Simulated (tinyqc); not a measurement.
Worked calculation: sp3 tight binding, zinc-blende lattice. One step of it, computed by the program tinyqc.

Task: Bloch Hamiltonian at L. Slater-Koster rules over the four bonds with direction cosines (l, m, n): ss V_ss; s-px l V_sp; px-s -l V_sp; px-px l^2 V_pps + (1 - l^2) V_ppp; px-py l m (V_pps - V_ppp); each times exp(i k.d).

Parameters chosen for this model: zinc-blende lattice, anion at 0, cation at a/4 (1,1,1); V = eta hbar^2 / (m d^2), hbar^2/m = 7.619964 eV angstrom^2:
```
parameter          value      unit
a               4.630000  angstrom
d               2.004849  angstrom
Es anion      -11.130000        eV
Ep anion       -6.350000        eV
Es cation     -11.130000        eV
Ep cation      -6.350000        eV
eta ss         -1.320000
eta sp          1.420000
eta pp sigma    2.220000
eta pp pi      -0.630000
V ss           -2.502440        eV
V sp            2.692018        eV
V pp sigma      4.208648        eV
V pp pi        -1.194346        eV
```

k point L (2 pi / a): 0.500000  0.500000  0.500000

Give: H(k) at L.

Result:

H(k) at L (eV):
```
                a s           a px           a py           a pz
a s         -11.130          0.000          0.000          0.000
a px          0.000         -6.350          0.000          0.000
a py          0.000          0.000         -6.350          0.000
a pz          0.000          0.000          0.000         -6.350
c s   -3.539-3.539i   2.198+2.198i   2.198+2.198i   2.198+2.198i
c px  -2.198-2.198i   0.858+0.858i  -2.547-2.547i  -2.547-2.547i
c py  -2.198-2.198i  -2.547-2.547i   0.858+0.858i  -2.547-2.547i
c pz  -2.198-2.198i  -2.547-2.547i  -2.547-2.547i   0.858+0.858i

                c s           c px           c py           c pz
a s   -3.539+3.539i  -2.198+2.198i  -2.198+2.198i  -2.198+2.198i
a px   2.198-2.198i   0.858-0.858i  -2.547+2.547i  -2.547+2.547i
a py   2.198-2.198i  -2.547+2.547i   0.858-0.858i  -2.547+2.547i
a pz   2.198-2.198i  -2.547+2.547i  -2.547+2.547i   0.858-0.858i
c s         -11.130          0.000          0.000          0.000
c px          0.000         -6.350          0.000          0.000
c py          0.000          0.000         -6.350          0.000
c pz          0.000          0.000          0.000         -6.350
```
